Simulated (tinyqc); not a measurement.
Free and trapped electrons in a MOS channel with a dense trap tail: two steps of the calculation.

p-type body, charge-sheet picture, full ionisation (an idealisation for deep acceptors), Boltzmann statistics for free electrons. e = Ec - EF at the surface. Acceptor-like traps of density D(E) = D0 + De exp(-E/Ew) at depth E below Ec, from 0 to Eu, hold n_t = integral of D(E)/(1 + exp((e - E)/Vt)). psi = Eg - Vt ln(Nv/Na) - e; N_dep = sqrt(2 eps0 eps_r Na (psi - Vt)/q); n_f = sqrt(N_dep^2 + 2 eps0 eps_r Vt Nc exp(-e/Vt)/q) - N_dep; Vg = Vfb + psi + q (N_dep + n_t + n_f)/Cox, Cox = eps0 eox/tox.

Inputs (values chosen for the exercise); band and dielectric values close to those of 4H silicon carbide:
- T = 300 K (temperature)
- Eg = 3.27 eV (band gap)
- eps_r = 9.85 (relative permittivity)
- Nc = 1.69e19 cm^-3 (conduction-band density of states at T)
- Nv = 2.47e19 cm^-3 (valence-band density of states at T)
- eox = 3.9 (relative permittivity of the insulator)
- tox = 38 nm (insulator thickness)
- Na = 1.6e16 cm^-3 (acceptor density)
- Vfb = -2.29 V (flat-band voltage without trapped charge)
- D0 = 2.3e10 cm^-2 eV^-1 (constant background density of acceptor-like traps)
- De = 4.7e12 cm^-2 eV^-1 (density of the tail at the conduction edge)
- Ew = 0.11 eV (decay energy of the tail)
- Eu = 0.51 eV (depth below Ec down to which the traps reach)
- mf = 65 cm^2/(V s) (mobility of free electrons)
- e = 0.12 eV (Ec - EF at the surface)

Constants: q = 1.602176634e-19 C, kB = 1.380649e-23 J/K, Vt = kB T/q, eps0 = 8.8541878128e-14 F/cm where lengths are in cm. Results are converted to the units shown.

Task 1. Trapped charge. Trapezoid rule on 15 equal steps from 0 to Eu, f = 1/(1 + exp((e - E)/Vt)).

Wanted: E; D(E) f; n_t.

Result 1.

| point | E (eV) | D(E) f (cm^-2 eV^-1) |
|---|---|---|
| 0 | 0 | 4.510e10 |
| 1 | 0.03400 | 1.204e11 |
| 2 | 0.06800 | 3.016e11 |
| 3 | 0.1020 | 6.262e11 |
| 4 | 0.1360 | 9.022e11 |
| 5 | 0.1700 | 8.956e11 |
| 6 | 0.2040 | 7.303e11 |
| 7 | 0.2380 | 5.573e11 |
| 8 | 0.2720 | 4.183e11 |
| 9 | 0.3060 | 3.138e11 |
| 10 | 0.3400 | 2.366e11 |
| 11 | 0.3740 | 1.798e11 |
| 12 | 0.4080 | 1.381e11 |
| 13 | 0.4420 | 1.075e11 |
| 14 | 0.4760 | 8.506e10 |
| 15 | 0.5100 | 6.856e10 |

n_t = 1.928e11 cm^-2

Task 2. Charges and gate voltage. psi, N_dep, n_f and Vg as defined, with the n_t given; free share n_f/(n_f + n_t); apparent mobility mf n_f/(n_f + n_t); gate voltage spent on traps q n_t/Cox.

n_t = 1.9277220e11 cm^-2

Wanted: psi; N_dep; n_f; Vg; free share; apparent mobility; gate voltage spent on traps.

Result 2.

psi = 2.9602 V
N_dep = 7.1494e11 cm^-2
n_f = 3.1380e10 cm^-2
Vg = 2.3259 V
free share = 13.999 %
apparent mobility = 9.0995 cm^2/(V s)
gate voltage spent on traps = 0.33988 V

Program tinyqc, `OMP_NUM_THREADS=1 python tinyqc.py 2222072 2222073 out.jsonl`; Intel Xeon 2.30GHz, shared host, one thread, about 0.02 s.
